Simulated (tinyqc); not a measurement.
Worked calculation: Pariser-Parr-Pople SCF with singles CI, for the molecule C=CC=CC(=O)C=O (SMILES; centres numbered as the heavy atoms are written). Computed by tinyqc, a small Python program that keeps every step. Settings: charge = 0, gamma = MN, start = huckel, damping = 0, iteration cap = 61, excitations kept = 9. Command: `OMP_NUM_THREADS=1 python tinyqc.py 31041 31042 out.jsonl` (the two numbers bound the seeds that draw the settings). One thread of a shared host (Intel(R) Xeon(R) Processor @ 2.60GHz), about 0.01 s of CPU time with the checks. Later iterations appear only in the table of the cycle.

## PPP integrals

Centres (angstrom, eV; a flat drawing with bonds scaled to 1.40 angstrom):
```
centre          x          y  core charge z          W   gamma_rr
1C       3.781000   0.262000              1  11.160000  11.130000
2C       2.602000  -0.493000              1  11.160000  11.130000
3C       1.359000   0.150000              1  11.160000  11.130000
4C       0.180000  -0.605000              1  11.160000  11.130000
5C      -1.064000   0.039000              1  11.160000  11.130000
6O      -1.128000   1.437000              1  17.700000  15.200000
7C      -2.243000  -0.716000              1  11.160000  11.130000
8O      -3.486000  -0.073000              1  17.700000  15.200000
```

Resonance integrals (eV):
```
i  j       beta
1  2  -2.390000
2  3  -2.390000
3  4  -2.390000
4  5  -2.390000
5  6  -2.510000
5  7  -2.390000
7  8  -2.510000
```

Mataga-Nishimoto: gamma = 14.399645/(R + a), a = 2 x 14.399645/(gamma_rr + gamma_ss); H_rr = -W_r - sum_(s != r) z_s gamma_rs; H_rs = beta for bonds.

repulsion gamma_rs (eV), order 1C, 2C, 3C, 4C, 5C, 6O, 7C, 8O:
```
[[11.130000, 5.345492, 3.872583, 2.881271, 2.343731, 2.344667, 1.946781, 1.720696],
 [5.345492, 11.130000, 5.346604, 3.872583, 2.880984, 2.720240, 2.343731, 2.000992],
 [3.872583, 5.346604, 11.130000, 5.345492, 3.871591, 3.697852, 2.880846, 2.422587],
 [2.881271, 3.872583, 5.345492, 11.130000, 5.343930, 4.092223, 3.871591, 3.001062],
 [2.343731, 2.880984, 3.871591, 5.343930, 11.130000, 5.775460, 5.345492, 4.092703],
 [2.344667, 2.720240, 3.697852, 4.092223, 5.775460, 15.200000, 4.092701, 3.842578],
 [1.946781, 2.343731, 2.880846, 3.871591, 5.345492, 4.092701, 11.130000, 5.775461],
 [1.720696, 2.000992, 2.422587, 3.001062, 4.092703, 3.842578, 5.775461, 15.200000]]
```

core matrix H (eV), order 1C, 2C, 3C, 4C, 5C, 6O, 7C, 8O:
```
[[-31.615222, -2.390000, 0.000000, 0.000000, 0.000000, 0.000000, 0.000000, 0.000000],
 [-2.390000, -35.670626, -2.390000, 0.000000, 0.000000, 0.000000, 0.000000, 0.000000],
 [0.000000, -2.390000, -38.597554, -2.390000, 0.000000, 0.000000, 0.000000, 0.000000],
 [0.000000, 0.000000, -2.390000, -39.568152, -2.390000, 0.000000, 0.000000, 0.000000],
 [0.000000, 0.000000, 0.000000, -2.390000, -40.813890, -2.510000, -2.390000, 0.000000],
 [0.000000, 0.000000, 0.000000, 0.000000, -2.510000, -44.265720, 0.000000, 0.000000],
 [0.000000, 0.000000, 0.000000, 0.000000, -2.390000, 0.000000, -37.416604, -2.510000],
 [0.000000, 0.000000, 0.000000, 0.000000, 0.000000, 0.000000, -2.510000, -40.556080]]
```

## Starting guess

pi electrons, sum of z_r less the charge = 8

Orbitals of the Hueckel matrix of the beta values.

P at the start, order 1C, 2C, 3C, 4C, 5C, 6O, 7C, 8O:
```
[[1.000000, 0.874703, 0.000000, -0.396932, 0.000000, 0.276049, 0.033697, 0.000000],
 [0.874703, 1.000000, 0.477771, 0.000000, -0.073326, 0.000000, 0.000000, 0.035389],
 [0.000000, 0.477771, 1.000000, 0.801378, 0.000000, -0.353056, -0.069857, 0.000000],
 [-0.396932, 0.000000, 0.801378, 1.000000, 0.434063, 0.000000, 0.000000, -0.108754],
 [0.000000, -0.073326, 0.000000, 0.434063, 1.000000, 0.808914, 0.389706, 0.000000],
 [0.276049, 0.000000, -0.353056, 0.000000, 0.808914, 1.000000, 0.000000, -0.380535],
 [0.033697, 0.000000, -0.069857, 0.000000, 0.389706, 0.000000, 1.000000, 0.917668],
 [0.000000, 0.035389, 0.000000, -0.108754, 0.000000, -0.380535, 0.917668, 1.000000]]
```

## Iteration 1: Fock matrix

F_rr = H_rr + P_rr gamma_rr / 2 + sum_(s != r) P_ss gamma_rs; F_rs = H_rs - P_rs gamma_rs / 2; E = tr P (H + F) / 2 + core repulsion sum_(r<s) z_r z_s gamma_rs.

F (eV), order 1C, 2C, 3C, 4C, 5C, 6O, 7C, 8O:
```
[[-5.595000, -4.727860, 0.000000, 0.571835, 0.000000, -0.323622, -0.032801, 0.000000],
 [-4.727860, -5.595000, -3.667226, 0.000000, 0.105625, 0.000000, 0.000000, -0.035407],
 [0.000000, -3.667226, -5.595000, -4.531879, 0.000000, 0.652775, 0.100623, 0.000000],
 [0.571835, 0.000000, -4.531879, -5.595000, -3.549802, 0.000000, 0.000000, 0.163188],
 [0.000000, 0.105625, 0.000000, -3.549802, -5.595000, -4.845924, -3.431585, 0.000000],
 [-0.323622, 0.000000, 0.652775, 0.000000, -4.845924, -10.100000, 0.000000, 0.731117],
 [-0.032801, 0.000000, 0.100623, 0.000000, -3.431585, 0.000000, -5.595000, -5.159977],
 [0.000000, -0.035407, 0.000000, 0.163188, 0.000000, 0.731117, -5.159977, -10.100000]]
```

pi energy = -111.427653 eV

## Iteration 1: orbitals and new P

Diagonalise F (the basis is taken as orthonormal) and form P = 2 sum c c over the lowest orbitals.

orbital energies (eV): [-14.602740, -13.324064, -12.218201, -9.544960, -4.229589, -2.002960, 0.369592, 1.782922]

P after iteration 1, order 1C, 2C, 3C, 4C, 5C, 6O, 7C, 8O:
```
[[0.941635, 0.893514, 0.075915, -0.356901, -0.116334, 0.219317, -0.008550, 0.058128],
 [0.893514, 1.001406, 0.441024, -0.003230, -0.070856, 0.027685, -0.019987, 0.030540],
 [0.075915, 0.441024, 0.900358, 0.809595, 0.156286, -0.323313, -0.016170, -0.071724],
 [-0.356901, -0.003230, 0.809595, 1.007540, 0.440976, -0.084998, 0.062556, -0.107296],
 [-0.116334, -0.070856, 0.156286, 0.440976, 0.737898, 0.770481, 0.303840, 0.088902],
 [0.219317, 0.027685, -0.323313, -0.084998, 0.770481, 1.403341, 0.100921, -0.269941],
 [-0.008550, -0.019987, -0.016170, 0.062556, 0.303840, 0.100921, 0.658040, 0.880859],
 [0.058128, 0.030540, -0.071724, -0.107296, 0.088902, -0.269941, 0.880859, 1.349782]]
```

## Iteration 2: Fock matrix

As before.

F (eV), order 1C, 2C, 3C, 4C, 5C, 6O, 7C, 8O:
```
[[-6.008882, -4.778135, -0.146993, 0.514164, 0.136328, -0.257113, 0.008323, -0.050011],
 [-4.778135, -6.162191, -3.568989, 0.006254, 0.102067, -0.037655, 0.023422, -0.030555],
 [-0.146993, -3.568989, -5.988721, -4.553842, -0.302538, 0.597781, 0.023292, 0.086879],
 [0.514164, 0.006254, -4.553842, -6.272700, -3.568272, 0.173916, -0.121096, 0.161001],
 [0.136328, 0.102067, -0.302538, -3.568272, -5.598730, -4.734941, -3.202086, -0.181925],
 [-0.257113, -0.037655, 0.597781, 0.173916, -4.734941, -9.074473, -0.206520, 0.518634],
 [0.008323, 0.023422, 0.023292, -0.121096, -3.202086, -0.206520, -5.596354, -5.053684],
 [-0.050011, -0.030555, 0.086879, 0.161001, -0.181925, 0.518634, -5.053684, -9.255848]]
```

pi energy = -113.043065 eV

## Iteration 2: orbitals and new P

As before.

orbital energies (eV): [-14.414368, -12.838112, -12.065349, -9.909932, -3.754106, -2.214874, -0.034777, 1.273621]

P after iteration 2, order 1C, 2C, 3C, 4C, 5C, 6O, 7C, 8O:
```
[[0.927202, 0.901959, 0.088983, -0.344037, -0.102901, 0.203737, -0.003779, 0.052725],
 [0.901959, 1.008558, 0.424043, -0.015935, -0.065590, 0.031914, -0.017149, 0.026772],
 [0.088983, 0.424043, 0.883745, 0.817092, 0.148931, -0.322299, -0.018701, -0.068611],
 [-0.344037, -0.015935, 0.817092, 1.034402, 0.433394, -0.104641, 0.056905, -0.102677],
 [-0.102901, -0.065590, 0.148931, 0.433394, 0.768903, 0.790817, 0.302012, 0.071345],
 [0.203737, 0.031914, -0.322299, -0.104641, 0.790817, 1.367021, 0.093690, -0.271611],
 [-0.003779, -0.017149, -0.018701, 0.056905, 0.302012, 0.093690, 0.696500, 0.896662],
 [0.052725, 0.026772, -0.068611, -0.102677, 0.071345, -0.271611, 0.896662, 1.313669]]
```

## Iteration 3: Fock matrix

As before.

F (eV), order 1C, 2C, 3C, 4C, 5C, 6O, 7C, 8O:
```
[[-6.037669, -4.800706, -0.172297, 0.495632, 0.120586, -0.238848, 0.003678, -0.045362],
 [-4.800706, -6.175938, -3.523595, 0.030854, 0.094481, -0.043407, 0.020096, -0.026786],
 [-0.172297, -3.523595, -5.946194, -4.573880, -0.288300, 0.595907, 0.026937, 0.083108],
 [0.495632, 0.030854, -4.573880, -6.168323, -3.548014, 0.214106, -0.110157, 0.154070],
 [0.120586, 0.094481, -0.288300, -3.548014, -5.512153, -4.793666, -3.197201, -0.145996],
 [-0.238848, -0.043407, 0.595907, 0.214106, -4.793666, -9.118687, -0.191722, 0.521842],
 [0.003678, 0.020096, 0.026937, -0.110157, -3.197201, -0.191722, -5.528998, -5.099318],
 [-0.045362, -0.026786, 0.083108, 0.154070, -0.145996, 0.521842, -5.099318, -9.291005]]
```

pi energy = -113.077451 eV

## Iteration 3: orbitals and new P

As before.

orbital energies (eV): [-14.372580, -12.835626, -12.128377, -9.917815, -3.728304, -2.157722, -0.008926, 1.370382]

P after iteration 3, order 1C, 2C, 3C, 4C, 5C, 6O, 7C, 8O:
```
[[0.929797, 0.906022, 0.089014, -0.339059, -0.101829, 0.195673, -0.003941, 0.051371],
 [0.906022, 1.007322, 0.415831, -0.017821, -0.062863, 0.031520, -0.016480, 0.024925],
 [0.089014, 0.415831, 0.884841, 0.821624, 0.153255, -0.319758, -0.016846, -0.069405],
 [-0.339059, -0.017821, 0.821624, 1.032179, 0.428969, -0.106557, 0.057441, -0.099757],
 [-0.101829, -0.062863, 0.153255, 0.428969, 0.764619, 0.793333, 0.297553, 0.069700],
 [0.195673, 0.031520, -0.319758, -0.106557, 0.793333, 1.370128, 0.095375, -0.267676],
 [-0.003941, -0.016480, -0.016846, 0.057441, 0.297553, 0.095375, 0.692131, 0.896500],
 [0.051371, 0.024925, -0.069405, -0.099757, 0.069700, -0.267676, 0.896500, 1.318984]]
```

## Convergence

Stop when output and input P, before any damping, agree to 1e-7.

Course of the cycle:
```
iteration         E (eV)  largest |P(out) - P(in)|
1          -111.42765305                  4.03e-01
2          -113.04306469                  3.85e-02
3          -113.07745126                  8.21e-03
4          -113.07983732                  3.56e-03
5          -113.08020942                  1.59e-03
6          -113.08027741                  7.00e-04
7          -113.08029037                  3.10e-04
8          -113.08029290                  1.37e-04
9          -113.08029339                  6.08e-05
10         -113.08029349                  2.70e-05
11         -113.08029351                  1.20e-05
12         -113.08029352                  5.35e-06
13         -113.08029352                  2.38e-06
14         -113.08029352                  1.06e-06
15         -113.08029352                  4.76e-07
16         -113.08029352                  2.13e-07
17         -113.08029352                  9.55e-08
```

Converged in 17 iterations.

## Converged orbitals

Charges are z - P_rr.

orbital energies (eV): [-14.381475, -12.832069, -12.129327, -9.934526, -3.720697, -2.154815, -0.015854, 1.352711]

coefficients, order 1C, 2C, 3C, 4C, 5C, 6O, 7C, 8O:
```
[[0.064129, 0.330422, -0.267257, -0.529561, -0.375790, -0.443250, -0.415369, 0.156934],
 [0.126852, 0.485488, -0.342576, -0.367140, 0.111712, 0.311663, 0.554311, -0.281400],
 [0.221645, 0.476458, -0.212786, 0.347581, 0.418743, 0.257561, -0.395838, 0.399249],
 [0.337963, 0.322984, 0.026613, 0.545315, -0.182188, -0.453089, 0.059465, -0.491292],
 [0.536970, 0.029559, 0.303422, 0.024777, -0.413938, 0.087238, 0.368979, 0.550464],
 [0.434028, 0.017720, 0.575287, -0.406177, 0.467881, -0.083394, -0.192147, -0.229311],
 [0.431818, -0.315262, -0.245374, -0.017244, -0.336832, 0.521315, -0.386273, -0.345262],
 [0.391493, -0.472456, -0.531037, -0.026486, 0.366130, -0.385271, 0.194196, 0.143589]]
```

pi charges: [0.069696, -0.007880, 0.115541, -0.033228, 0.236221, -0.369258, 0.307275, -0.318369]

## Singles CI, singlets

Over the 9 single excitations with the smallest orbital gaps: A = (e_a - e_i) delta + 2 (ia|jb) - (ij|ab), with (pq|rs) = sum c_mp c_mq gamma_mn c_nr c_ns. f = 2/3 w |mu|^2 in atomic units, mu = sqrt2 sum c_ia sum_m c_mi c_ma R_m.

singlet CI matrix (eV), order 4>5, 4>6, 3>5, 2>5, 4>7, 3>6, 1>5, 2>6, 4>8:
```
[[3.749088, 0.169985, -0.122320, -0.212671, 0.180699, -0.151677, -0.209802, 0.272521, 0.016417],
 [0.169985, 5.180253, 0.045585, 0.026879, 0.137054, 0.360985, 0.241178, -0.124933, 0.037158],
 [-0.122320, 0.045585, 5.814823, 0.033236, 0.308667, -0.017002, 0.025534, 0.203505, 0.093288],
 [-0.212671, 0.026879, 0.033236, 6.236816, -0.294965, 0.020134, -0.132940, -0.162498, 0.292601],
 [0.180699, 0.137054, 0.308667, -0.294965, 6.749389, 0.083342, 0.008906, -0.234952, 0.069207],
 [-0.151677, 0.360985, -0.017002, 0.020134, 0.083342, 7.014802, 0.175785, 0.153391, -0.071837],
 [-0.209802, 0.241178, 0.025534, -0.132940, 0.008906, 0.175785, 7.638897, 0.130607, 0.397871],
 [0.272521, -0.124933, 0.203505, -0.162498, -0.234952, 0.153391, 0.130607, 7.871232, 0.326884],
 [0.016417, 0.037158, 0.093288, 0.292601, 0.069207, -0.071837, 0.397871, 0.326884, 7.980326]]
```

singlet excitation energies (eV): [3.646112, 5.110106, 5.653986, 6.077677, 6.914245, 7.024603, 7.550866, 7.780971, 8.477057]

oscillator strengths: [0.669081, 0.607212, 0.122183, 0.217500, 0.089226, 0.033889, 0.171670, 0.120549, 0.330063]

## Singles CI, triplets

Over the 9 single excitations with the smallest orbital gaps: A = (e_a - e_i) delta - (ij|ab), with (pq|rs) = sum c_mp c_mq gamma_mn c_nr c_ns.

triplet CI matrix (eV), order 4>5, 4>6, 3>5, 2>5, 4>7, 3>6, 1>5, 2>6, 4>8:
```
[[1.698268, -0.928806, 0.683818, -0.330245, 0.268568, -0.489054, 0.256884, 0.265919, 0.057696],
 [-0.928806, 3.318720, -0.489054, 0.265919, -0.630275, -0.187377, -0.279024, -0.169471, -0.635410],
 [0.683818, -0.489054, 3.144464, -0.361977, -0.672699, 0.858923, -0.550911, 1.339476, -0.223490],
 [-0.330245, 0.265919, -0.361977, 4.683870, 0.611014, 1.339476, 0.147239, -0.096816, -0.371223],
 [0.268568, -0.630275, -0.672699, 0.611014, 5.188835, -0.554119, 0.060969, 0.822831, 0.668098],
 [-0.489054, -0.187377, 0.858923, 1.339476, -0.554119, 5.565856, -0.274660, -0.320433, 0.297828],
 [0.256884, -0.279024, -0.550911, 0.147239, 0.060969, -0.274660, 5.366636, -1.076316, -0.437027],
 [0.265919, -0.169471, 1.339476, -0.096816, 0.822831, -0.320433, -1.076316, 5.965052, -0.657528],
 [0.057696, -0.635410, -0.223490, -0.371223, 0.668098, 0.297828, -0.437027, -0.657528, 6.518333]]
```

triplet excitation energies (eV): [1.014626, 2.005457, 2.910141, 3.480310, 4.841004, 5.888734, 6.769193, 7.070635, 7.469935]
